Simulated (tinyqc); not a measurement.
Heavy doping: band filling, gap narrowing, band tails and the effective intrinsic density: one step, computed by the program tinyqc. Command: `OMP_NUM_THREADS=1 python tinyqc.py 3023540 3023541 out.jsonl gapnarrow walk`. One thread of a shared host (Intel(R) Xeon(R) Processor @ 2.30GHz), about 0.03 s of CPU time with the checks.

An n-type crystal above its Mott density, with all dopants ionised: n = N_D - N_A, ionised centres N_I = N_D + N_A. Valleys are taken as spherical with mass m_e.

Problem. Screening, narrowing and potential fluctuations. Screening: q^2 = (e/(eps eps_0)) dn/dE_F. Exchange lowers the conduction band by (1/pi) k_F e^2/(4 pi eps_0 eps) (T = 0 Hartree-Fock at k_F, taken as a rigid shift). Screening raises the valence band by (q/2) e^2/(4 pi eps_0 eps) (static Coulomb hole). The narrowing is the sum; electron correlation and carrier-ion shifts are left out. Root-mean-square potential of randomly placed ions: V_rms = (e^2/(4 pi eps_0 eps)) sqrt(2 pi N_I/q).

Inputs (values chosen for the exercise, modelled on CdS): valleys M_c = 1; dielectric constant eps = 9.03; donor density N_D = 7.8e+19 cm^-3; compensation ratio N_A/N_D = 0.1; temperature T = 77 K.

Conduction band: non-parabolic (Kane).

n = 7.02e+19 cm^-3

dn/dE_F = 3.918628e+20 cm^-3/eV

Constants: e = 1.602176634e-19 C; eps_0 = 8.8541878128e-12 F/m; e^2/(4 pi eps_0) = 14.39964548 eV angstrom; k_B = 8.617333262e-05 eV/K.

Give: screening length 1/q; exchange term; Coulomb-hole term; gap narrowing; V_rms.

Solution.

screening length 1/q = 11.28 angstrom

exchange term = 64.78 meV

Coulomb-hole term = 70.65 meV

gap narrowing = 135.4 meV

V_rms = 124.4 meV

Caution: the screening length is well below a*, where static Thomas-Fermi screening overstates the Coulomb hole.
